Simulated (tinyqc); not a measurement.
What sets the wire resistivity: free and nearly free electrons in a metal.

The cubic cell holds 4 atoms: n = 4 z/a^3, kF = (3 pi^2 n)^(1/3), EF = c kF^2/m, vF = 2 c kF/(m hbar), c = hbar^2/2m0; rs = (3/(4 pi n))^(1/3)/a0; D(EF) = 3 n/(2 EF).

Square wire of width w with grain size w: rho/rho0 = 1/(1 - 3 al/2 + 3 al^2 - 3 al^3 ln(1 + 1/al)) + (3/4) (1 - p) l/w, with al = (l/w) Rg/(1 - Rg) (Mayadas-Shatzkes plus the thick-wire form of Fuchs-Sondheimer); l = hbar kF/(n e^2 rho), e = 1.602176634e-19 C.

Constants: hbar^2/2m0 = 3.80998211 eV angstrom^2; hbar = 6.58211957e-16 eV s; a0 (Bohr radius) = 0.5291772105 angstrom.

Parameters, chosen for this exercise (near those of Al; shifted at random, so the results belong to these values and not to a real crystal):
```
symbol  value  unit          meaning
a       4.084  angstrom      fcc lattice constant
z       3                    free electrons an atom
m       1      m0            mass
rho     2.67   micro-ohm cm  bulk resistivity
p       0                    specularity of the surfaces
Rg      0.48                 reflection at grain boundaries
w       14     nm            wire width
```

All results formed anew.

One parameter was then changed.

Results before and after:
```
case,EF (eV),l (nm),wire rho (micro-ohm cm)
base,11.459,15.15,8.511
changed,11.459,15.15,10.976
```

Which of these changes was made? (a) Rg = 0.336; (b) m = 1.2 m0; (c) w = 9.8 nm; (d) p = 0.3; (e) a = 4.207 angstrom; (f) rho = 3.204 micro-ohm cm.

Answer: (c) w = 9.8 nm. Of the candidates, run in turn, only this one gives the changed row.

All candidates:
```
case,EF (eV),l (nm),wire rho (micro-ohm cm)
base,11.459,15.15,8.511
a = 4.207 angstrom,10.799,16.07,8.863
m = 1.2 m0,9.549,15.15,8.511
rho = 3.204 micro-ohm cm,11.459,12.62,9.060
p = 0.3,11.459,15.15,7.861
Rg = 0.336,11.459,15.15,6.880
w = 9.8 nm,11.459,15.15,10.976
```

The mass drops out of l at given rho, because vF falls and tau rises by the same factor.

(tinyqc, `OMP_NUM_THREADS=1 python tinyqc.py 1651369 1651370 out.jsonl`, Intel(R) Xeon(R) Processor @ 2.30GHz, 1 thread, shared host, about 0.01 s.)
